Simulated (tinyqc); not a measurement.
Worked calculation: inversion-layer mobility, back-scattering and ballistic limit of a field-effect transistor. Computed by tinyqc, a small Python program that keeps every step. Command: `OMP_NUM_THREADS=1 python tinyqc.py 3028560 3028561 out.jsonl mos walk`. One thread of a shared host (Intel(R) Xeon(R) Processor @ 2.30GHz), about 0.01 s of CPU time with the checks. Intermediate numbers are printed to about 6 digits and carried at full precision; extremes and crossings named in words are read from the listed rows.

The charge at the top of the source barrier is fixed by the gate; series resistance and short-channel effects are left out. F_j are Fermi integrals normalised to exp(eta) in the classical limit.

Inputs (values chosen for the exercise, modelled on a silicon p-channel):
```
quantity                                       value        unit
transport mass m                                 0.3         m_0
valley degeneracy g_v                              1           -
weight w of the inversion charge               0.333           -
permittivity eps                                11.7           -
phonon mobility at 1 MV/cm and 300 K, mu_ph      100  cm^2/(V s)
roughness mobility at 1 MV/cm, mu_sr             110  cm^2/(V s)
Coulomb mobility at N_inv = 1e12/cm^2, mu_C      280  cm^2/(V s)
electrical oxide thickness t_inv                   6          nm
depletion charge N_dep                       4.7e+11      1/cm^2
gate overdrive V_G - V_T                        0.18           V
drain voltage V_D                               0.54           V
channel length L                                 140          nm
exponent a of the critical length               0.57           -
temperature T                                    300           K
```

Statistics at the top of the barrier: non-degenerate.

Constants: eps_0 = 8.8541878128e-12 F/m; e = 1.602176634e-19 C; m_0 = 9.1093837015e-31 kg; k_B = 1.380649e-23 J/K; hbar = 1.054571817e-34 J s; k_B = 8.617333262e-05 eV/K.

## Charge and field

N_inv = 3.9 eps_0 (V_G - V_T)/(e t_inv); effective field E_eff = e (N_dep + w N_inv)/(eps eps_0).

inversion density N_inv = 6.46583e+11 1/cm^2

effective field E_eff = 0.105990 MV/cm

## Effective mobility

mu_phonon = mu_ph (E_eff/1 MV/cm)^(-0.3) (T/300 K)^(-1.75); mu_rough = mu_sr (E_eff/1 MV/cm)^(-2); mu_Coulomb = mu_C (N_inv/1e12 cm^-2) (T/300 K); Matthiessen's rule adds 1/mu.

phonon part = 196.074 cm^2/(V s)

roughness part = 9791.84 cm^2/(V s)

Coulomb part = 181.043 cm^2/(V s)

effective mobility mu = 93.2333 cm^2/(V s)

The Coulomb part is the lowest and holds 51 % of 1/mu.

## Ballistic limit

Non-degenerate: every F_j(eta) is replaced by exp(eta). Ballistic channel: N_2D = g_v m k_B T/(pi hbar^2), U = e V_D/(k_B T); eta_F solves N_inv = (N_2D/2)[F_0(eta_F) + F_0(eta_F - U)]; v_T = sqrt(2 k_B T/(pi m)); I/W = e (N_2D/2) v_T [F_1/2(eta_F) - F_1/2(eta_F - U)]; injection velocity v_T F_1/2(eta_F)/F_0(eta_F).

N_2D = 3.23976e+12 1/cm^2

eta_F = -0.918405

thermal velocity v_T = 0.982284 1e7 cm/s

injection velocity = 0.982284 1e7 cm/s

ballistic current I/W = 101.759 microampere/micrometre

Caution: eta_F is above -1, so the non-degenerate formulas understate the injection velocity and the current.

## Back-scattering

Mean free path lambda = (2 k_B T/e)(mu/v_T) F_0(eta_0)/F_-1/2(eta_0), with eta_0 from N_inv = N_2D F_0(eta_0); critical length l = L (1 + U)^(-a), an empirical rule; back-scattering r = l/(l + lambda). Then eta solves N_inv = (N_2D/2)[(1 + r) F_0(eta) + (1 - r) F_0(eta - U)] and I/W = e (N_2D/2) v_T (1 - r)[F_1/2(eta) - F_1/2(eta - U)]. Ballistic ratio: I over the ballistic current. Apparent mobility 1/(1/mu + 1/mu_B), mu_B = mu L/lambda.

eta_0 = -1.61155

mean free path lambda = 4.90748 nm

critical length l = 24.1107 nm

back-scattering coefficient r = 0.830882

current I/W = 9.39940 microampere/micrometre

ballistic ratio = 0.0923694

apparent low-field mobility = 90.0759 cm^2/(V s)

L/lambda = 28.53, but at this drain voltage only the first 24.1 nm can return a carrier to the source, so the device works at 9 % of its ballistic limit. Caution: the current exceeds the long-channel drift law, so the empirical rule for l, meant for short channels, is too generous here.

## Channel length

The last column is the long-channel law e N_inv mu V/L with V = V_D - V_D^2/(2 V_ov) below pinch-off and V_ov/2 above, V_ov = V_G - V_T.

Currents (microampere/micrometre):
```
L (nm)         r      I/W  ballistic ratio  long-channel law
5       0.149274  75.3249         0.740230           173.851
10      0.259770  59.7925         0.587591            86.926
20      0.412409  42.3337         0.416021            43.463
40      0.583979  26.7262         0.262643            21.731
80      0.737357  15.3832         0.151174            10.866
160     0.848826   8.3205         0.081767             5.433
400     0.933499   3.4999         0.034394             2.173
1000    0.972294   1.4295         0.014048             0.869
```

The current scales as L^-0.98 at the long end and as L^-0.33 at the short end, where it reaches 74 % of the ballistic 102. The long-channel law passes the ballistic limit between 5.00 and 10.0 nm and has no meaning below. At 1000 nm the model gives 1.64 times the long-channel law; the rule for l is a fit for short devices and fails wherever the model exceeds that law. Raising mu by 10 % at 20 nm raises I by 5.6 %.

## The mobility curve

The formulas are those given above.

Mobilities (cm^2/(V s)):
```
V_G - V_T (V)  N_inv (1/cm^2)  E_eff (MV/cm)   phonon  roughness  Coulomb    total
0.03              1.07764e+11       0.078240  214.769    17969.5    30.17   26.418
0.06              2.15528e+11       0.083790  210.398    15667.9    60.35   46.757
0.12              4.31055e+11       0.094890  202.691    12216.7   120.70   75.183
0.20              7.18425e+11       0.109690  194.066     9142.4   201.16   97.719
0.35              1.25724e+12       0.137440  181.370     5823.3   352.03  117.288
0.50              1.79606e+12       0.165190  171.635     4031.1   502.90  124.025
0.75              2.69410e+12       0.211440  159.384     2460.5   754.35  124.903
1.00              3.59213e+12       0.257690  150.200     1656.5  1005.80  121.129
1.50              5.38819e+12       0.350190  136.996      897.0  1508.69  110.167
```

The lowest part is Coulomb from 0.0300 to 0.120, phonon from 0.200 to 1.50 V. The total peaks at 125 near E_eff = 0.21 MV/cm: screening lifts it at low density and the field presses it down at high density.

Checks made by the program: long channel and small V_D against the drift formula e N mu V_D/L (relative difference 3e-05).
